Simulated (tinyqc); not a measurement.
The width of the window: equation-of-state fits to an energy-volume table made by a known binding curve. Computed by tinyqc, a small Python program. Command: `OMP_NUM_THREADS=1 python tinyqc.py 3010843 3010844 out.jsonl eosfit walk`. One thread of a shared host (Intel(R) Xeon(R) Processor @ 2.30GHz), about 0.03 s of CPU time with the checks.

With x = (V/V_0)^(1/3), the energy per atom is E = -D [1 + eta (x - 1)] exp(-eta (x - 1)), so that B0 = D eta^2/(9 V_0) and B' = 1 + 2 eta/3. B' = dB/dP at P = 0.

Inputs (values chosen for the exercise, for a model crystal): cohesive energy D = 3.33 eV/atom; true volume V_0 = 20.8 angstrom^3/atom; stiffness eta = 3.69; shift of the window centre s = 0.025; points N = 7; compression V/V_0 for the pressure test = 0.75.

Binding curve: universal binding. Noise: none.

Constants: 1 eV/angstrom^3 = 160.2176634 GPa.

Method:
- B0 and B' from the formulas above; P = -dE/dV at V = c V_0 (c the compression chosen), from the curve itself.
- Table: V_j = V_0 [1 + s + w (2 j/(N - 1) - 1)], j = 0..N-1, rounded to 0.001; E_j from the curve, rounded to 1e-7 eV.
- Murnaghan: E = E0 + (B0 V/B') [(V0/V)^B'/(B' - 1) + 1] - B0 V0/(B' - 1), P = (B0/B') [(V0/V)^B' - 1].
- Birch-Murnaghan: E = E0 + (9 V0 B0/16) [y^3 B' + y^2 (2 - 4 y)], y = (V0/V)^(2/3) - 1; P = (3 B0/2) (x^7 - x^5) [1 + (3/4)(B' - 4)(x^2 - 1)], x = (V0/V)^(1/3).
- Vinet: E = E0 + (9 B0 V0/h^2) {1 + [h (1 - x) - 1] exp(h (1 - x))}, P = 3 B0 (1 - x) x^-2 exp(h (1 - x)), x = (V/V0)^(1/3), h = (3/2)(B' - 1).
- All are least-squares fits to the energies; for polynomials in V, B0 = V E'' and B' = -1 - V E'''/E'' at the minimum.
- The table is made anew for each w.

exact B0 = 38.8062 GPa

exact B' = 3.46

Errors (%):
```
w     B0, parabola  B0, cubic  B0, Murnaghan  B0, Birch-Murnaghan  B0, Vinet  B', Birch-Murnaghan
0.03       -10.485     -0.419          0.096                0.015      0.001                0.451
0.05       -10.142     -0.164          0.029                0.005      0.001                0.425
0.08        -9.304      0.465         -0.132               -0.018      0.000                0.380
0.12        -7.566      1.779         -0.454               -0.061      0.000                0.327
0.16        -5.085      3.670         -0.894               -0.120      0.000                0.250
0.22         0.144      7.712         -1.747               -0.233      0.000                0.110
```

What follows from these numbers?

The Birch-Murnaghan error of B0 is smallest among these at w = 0.05 (0.005 % in size); it is 0.015 % at the narrowest and 0.233 % at the widest.  The Vinet form is the binding curve itself here, so its error comes from noise and rounding alone. At the widest window the errors of B0 are +0.1 % for the parabola and +7.7 % for the cubic in V. The parabola changes sign: it reports the mean curvature of the window, which the shift s biases one way and the width the other.

Extremes, crossings and ranges named in words are read from the listed rows.
